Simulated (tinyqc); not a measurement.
Switching kinetics of a ferroelectric film and the memory window of a ferroelectric gate stack. Inputs raised by 2 %, one at a time. Computed by tinyqc, a small Python program. Command: `OMP_NUM_THREADS=1 python tinyqc.py 3028315 3028316 out.jsonl feswitch sens`. One thread of a shared host (Intel(R) Xeon(R) Processor @ 2.30GHz), about 0.03 s of CPU time with the checks.

Fields in MV/cm; 1 microcoulomb/cm^2 over eps_0 is 11.29409 MV/cm. In the stack (metal, ferroelectric, interlayer, channel) the channel is taken as a conductor.

Inputs (values chosen for the exercise, for a model hafnia-based film):
```
quantity,value,unit
saturation polarisation P_s,25,microcoulomb/cm^2
ratio P_r/P_s,0.76,-
coercive field E_c,1.2,MV/cm
permittivity of the ferroelectric eps_F,24,-
thickness t_F,24,nm
permittivity of the interlayer eps_I,3.9,-
interlayer thickness t_I,1.1,nm
share s of P screened by trapped charge,0.89,-
pulse height V,6,V
time constant t_inf,3.2e-11,s
activation field E_a,4.1,MV/cm
Merz exponent alpha,1,-
dimension n,2,-
half width w of log10 t,1.1,-
pulse length t_p,3.8e-06,s
breakdown field of the interlayer,16,MV/cm
```

Kinetics: nucleation-limited (NLS).

Method:
- Saturated branches: P(E) = P_s tanh[(E -/+ E_c)/(2 delta)], delta = E_c/ln[(1 + P_r/P_s)/(1 - P_r/P_s)]; D = P + eps_0 eps_F E.
- At threshold the channel charge is negligible, so D = 0 on each branch: (1 - s) P(E) + eps_0 eps_F E = 0, with the screened share s. The rising branch has the root E0 between 0 and E_c; window = 2 E0 t_F; its upper bound is 2 E_c t_F.
- Series stack: V = E_F t_F + E_I t_I and eps_I E_I = eps_F E_F + (1 - s) P/eps_0. Before switching P = -P_r, after it P = +P_s; in retention V = 0 and P = +P_r.
- Merz's law: t1 = t_inf exp[(E_a/E)^alpha] at the mean of the fields before and after switching. NLS: switched share = integral of [1 - exp(-(t/tau)^n)] F(z) dz over z = log10 tau, with the Lorentzian F = (1/pi) w/[(z - log10 t1)^2 + w^2].

Runs:
```
input moved,from,to,memory window (V),E_I after switching (MV/cm),switching time t1 (s),switched share
base run,-,-,2.8699,18.212,2.7200e-10,0.91946
saturation polarisation P_s (microcoulomb/cm^2),25,25.5,2.9007,18.336,2.7221e-10,0.91946
coercive field E_c (MV/cm),1.2,1.224,2.8958,18.212,2.7200e-10,0.91946
permittivity of the ferroelectric eps_F,24,24.48,2.8391,18.371,2.7457e-10,0.91939
permittivity of the interlayer eps_I,3.9,3.978,2.8699,17.932,2.6930e-10,0.91954
interlayer thickness t_I (nm),1.1,1.122,2.8699,18.132,2.7478e-10,0.91938
pulse height V (V),6,6.12,2.8699,18.452,2.6063e-10,0.91980
activation field E_a (MV/cm),4.1,4.182,2.8699,18.212,2.8389e-10,0.91912
```

Exponents ln(y'/y) / ln(x'/x):
```
input,memory window,E_I after switching,switching time t1,switched share
saturation polarisation P_s,0.539,0.343,0.039,0.000
coercive field E_c,0.455,0.000,0.000,0.000
permittivity of the ferroelectric eps_F,-0.545,0.439,0.476,-0.004
permittivity of the interlayer eps_I,0.000,-0.782,-0.504,0.004
interlayer thickness t_I,0.000,-0.222,0.514,-0.004
pulse height V,0.000,0.661,-2.156,0.018
activation field E_a,0.000,0.000,2.161,-0.019
```

Among the inputs moved here: memory window answers most in size to permittivity of the ferroelectric eps_F (exponent -0.545), and about equally to saturation polarisation P_s (+0.539); its exponent is below 0.0005 for permittivity of the interlayer eps_I, interlayer thickness t_I, pulse height V, activation field E_a. E_I after switching answers most in size to permittivity of the interlayer eps_I (exponent -0.782), next to pulse height V (+0.661); its exponent is below 0.0005 for coercive field E_c, activation field E_a. Switching time t1 answers most in size to activation field E_a (exponent +2.161), and about equally to pulse height V (-2.156); its exponent is below 0.0005 for coercive field E_c. Switched share answers most in size to activation field E_a (exponent -0.019), next to pulse height V (+0.018); its exponent is below 0.0005 for saturation polarisation P_s, coercive field E_c.

Caution (all rows): the interlayer field exceeds its breakdown field, so charge injection would change the fields.
